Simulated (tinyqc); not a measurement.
Worked calculation: precursor delivery by bubblers, mass-transport growth and the solid composition of a III-V alloy. Computed by tinyqc, a small Python program that keeps every step. Command: `OMP_NUM_THREADS=1 python tinyqc.py 3020279 3020280 out.jsonl movpe_thermo walk`. One thread of a shared host (Intel(R) Xeon(R) Processor @ 2.30GHz), about 0.02 s of CPU time with the checks. Intermediate numbers are printed to about 7 digits and carried at full precision; extremes and crossings named in words are read from the listed rows.

1 sccm = 44.615 micromol/min; 1 torr = 133.322 Pa. The sources decompose fully at the surface.

Inputs (values chosen for the exercise, modelled on trimethylgallium (source 1) and trimethylindium (source 2) for the vapour pressures):

| quantity | value | unit |
|---|---|---|
| bath temperature T1 | 266 | K |
| bath temperature T2 | 296 | K |
| bubbler pressure p_b | 600 | torr |
| carrier flow F1 | 39 | sccm |
| carrier flow F2 | 71 | sccm |
| total flow F_t | 21 | slm |
| group-V flow F_V | 24 | sccm |
| reactor pressure p | 40 | torr |
| growth temperature T | 1010 | K |
| diffusivity at 273 K and 760 torr | 0.43 | cm^2/s |
| flow cross-section A | 33 | cm^2 |
| distance from the leading edge z | 10 | cm |
| lattice constant a | 5.66 | angstrom |
| interaction L0 of the solid | 7.74 | kJ/mol |
| vapour fraction x_v of D among the group-V sources | 0.81 | - |
| exchange energy dG_x of AC + (1/2) D2 -> AD + (1/2) C2 | 7.5 | kJ/mol |

Alloy: mixing on the group-V sites.

constants a, b of source 1 (log10 torr, K): 8.086  1703

constants a, b of source 2 (log10 torr, K): 10.55  3014

Constants: k_B = 1.380649e-23 J/K; R = 8.314462618 J/(mol K).

## Bubblers

log10 p_v = a - b/T_bath; molar flow = F x 44.615 x p_v/(p_b - p_v) for a saturated bubbler.

vapour pressure 1 = 48.27745 torr

molar flow 1 = 152.2541 micromol/min

vapour pressure 2 = 2.331136 torr

molar flow 2 = 12.35510 micromol/min

One kelvin of bath error changes flow 1 by 6.0 % and flow 2 by 8.0 %.

## Partial pressures in the reactor

p_i = p n_i/(44615 F_t), F_t in slm; p_V = p F_V/(1000 F_t), counted per molecule supplied; V/III = 44.615 F_V/(n1 + n2); vapour fraction of source 2 = n2/(n1 + n2).

p_1 = 0.006500233 torr

p_2 = 5.274800e-04 torr

p_V = 0.04571429 torr

V/III ratio = 6.504859

vapour fraction of source 2 = 0.07505713

Caution: so low a V/III ratio is near the limit of smooth growth, and depletion of group V, left out here, shifts the composition.

## Mass transport

Mean velocity u = (F_t/A)(760/p)(T/273); D = D0 (T/273)^1.75 (760/p); boundary layer delta = sqrt(pi D z/u); flux = D dp/(delta k_B T); growth rate = flux x a^3/4.

velocity u = 745.5322 cm/s

D = 80.63059 cm^2/s

boundary layer delta = 1.843281 cm

growth rate per torr of group III = 682.4914 micrometre/(h torr)

Caution: the boundary layer is a quarter or more of the root of the cross-section, so it fills much of the channel and depletion along the flow matters.

## Solid composition

At high V/III the group-V pressures at the surface equal those supplied, as dimers: p_D2/p_C2 = x_v/(1 - x_v). Equilibrium of the solid AC(1-x)D(x), A standing for the mix of both group-III metals: ln[x/(1 - x)] + L0 (1 - 2x)/(R T) = -dG_x/(R T) + (1/2) ln[x_v/(1 - x_v)]. Growth rate = rate per torr x (p_1 + p_2). Sensitivity dx/dx_v = [1/(2 x_v (1 - x_v))]/[1/(x (1 - x)) - 2 L0/(R T)].

solid fraction x = 0.4231878

distribution coefficient x/x_v = 0.5224541

dx/dx_v = 1.441823

growth rate = 4.796354 micrometre/h

The solid is poorer in D than the vapour. The growth rate is set by group III alone.

## Solid against vapour

At high V/III the group-V pressures at the surface equal those supplied, as dimers: p_D2/p_C2 = x_v/(1 - x_v). Equilibrium of the solid AC(1-x)D(x), A standing for the mix of both group-III metals: ln[x/(1 - x)] + L0 (1 - 2x)/(R T) = -dG_x/(R T) + (1/2) ln[x_v/(1 - x_v)].

Composition:

| x_v | x | x for L0 = 0 | x/x_v |
|---|---|---|---|
| 0.02 | 0.0237307 | 0.0552516 | 1.186536 |
| 0.05 | 0.0385710 | 0.0858549 | 0.771419 |
| 0.10 | 0.0568613 | 0.1200746 | 0.568613 |
| 0.25 | 0.1019023 | 0.1911712 | 0.407609 |
| 0.50 | 0.1869012 | 0.2904681 | 0.373802 |
| 0.75 | 0.3495013 | 0.4148854 | 0.466002 |
| 0.90 | 0.5932409 | 0.5511951 | 0.659157 |
| 0.95 | 0.7326075 | 0.6408621 | 0.771166 |
| 0.98 | 0.8437608 | 0.7413119 | 0.860980 |

dG_x = 7.5 kJ/mol favours AC: at x_v = 1/2 the ideal solid has x = 0.290. The positive L0 pushes x away from 1/2, to 0.187, and steepens the curve near x = 1/2; at L0 = 2 R T = 16.8 kJ/mol the slope would diverge.

Checks made by the program: the sensitivity to the bath against a difference (relative difference below 1e-10).
